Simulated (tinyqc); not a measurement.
Inside a calculation. Method: Jacobi rotations on a symmetric matrix. Computed by tinyqc, a small Python program that keeps every step. Settings: method = jacobi. Command: `OMP_NUM_THREADS=1 python tinyqc.py 27747 27748 out.jsonl` (the two numbers bound the seeds that draw the settings). One thread of a shared host (Intel(R) Xeon(R) Processor @ 2.60GHz), about 0.01 s of CPU time with the checks.

## Jacobi rotation 1

A:
```
           1          2          3          4          5
1   0.097000  -0.503000  -0.218000  -0.611000   0.288000
2  -0.503000   0.330000   0.282000  -0.326000   0.313000
3  -0.218000   0.282000   4.307000  -0.494000   0.118000
4  -0.611000  -0.326000  -0.494000   4.498000  -0.728000
5   0.288000   0.313000   0.118000  -0.728000   5.032000
```

Take the largest off-diagonal element A_pq; tan 2 theta = 2 A_pq / (A_qq - A_pp) with |theta| <= pi/4; A' = J^T A J with J_pp = J_qq = cos, J_pq = sin, J_qp = -sin.

p, q, theta (rad): 4.000000  5.000000  -0.609635

A':
```
           1          2          3          4         5
1   0.097000  -0.503000  -0.218000  -0.336033  0.585958
2  -0.503000   0.330000   0.282000  -0.088059  0.443273
3  -0.218000   0.282000   4.307000  -0.337446  0.379592
4  -0.336033  -0.088059  -0.337446   3.989582  0.000000
5   0.585958   0.443273   0.379592   0.000000  5.540418
```

## Jacobi rotation 2

As before.

p, q, theta (rad): 1.000000  5.000000  0.106027

A':
```
           1          2          3          4          5
1   0.034639  -0.547086  -0.256947  -0.334146   0.000000
2  -0.547086   0.330000   0.282000  -0.088059   0.387552
3  -0.256947   0.282000   4.307000  -0.337446   0.354390
4  -0.334146  -0.088059  -0.337446   3.989582  -0.035562
5   0.000000   0.387552   0.354390  -0.035562   5.602779
```

## Jacobi rotation 3

As before.

p, q, theta (rad): 1.000000  2.000000  -0.653570

A':
```
           1         2          3          4          5
1  -0.384349  0.000000  -0.032532  -0.318827   0.235641
2   0.000000  0.748988   0.380115   0.133257   0.307684
3  -0.032532  0.380115   4.307000  -0.337446   0.354390
4  -0.318827  0.133257  -0.337446   3.989582  -0.035562
5   0.235641  0.307684   0.354390  -0.035562   5.602779
```

## All rotations

The off-diagonal norm falls at every rotation.

Rotations:
```
step    p    q      theta  off-diagonal norm
1       4    5  -0.609635           1.61e+00
2       1    5   0.106027           1.38e+00
3       1    2  -0.653570           1.15e+00
4       2    3   0.105251           1.01e+00
5       3    5   0.274906           8.52e-01
6       1    4  -0.072383           7.23e-01
7       3    4   0.600934           5.94e-01
8       2    5   0.051523           4.68e-01
9       1    5   0.034059           3.62e-01
10      2    3  -0.042251           2.85e-01
11      4    5  -0.057074           2.38e-01
...   ...  ...        ...                ...
19      3    4  -0.001121           4.19e-04
20      1    3  -0.000049           2.48e-04
21      4    5  -0.000067           1.66e-04
22      2    3   0.000030           5.55e-05
23      2    4  -0.000013           2.31e-06
24      1    5  -2.46e-07           8.66e-07
25      1    4   1.10e-07           5.64e-07
26      3    5  -3.07e-07           8.03e-09
27      1    2   4.95e-09           2.22e-09
28      3    4   1.90e-09           1.42e-09
29      2    5  -1.99e-10           1.70e-13
```

eigenvalues: -0.417511  0.685440  3.810381  4.444263  5.741427
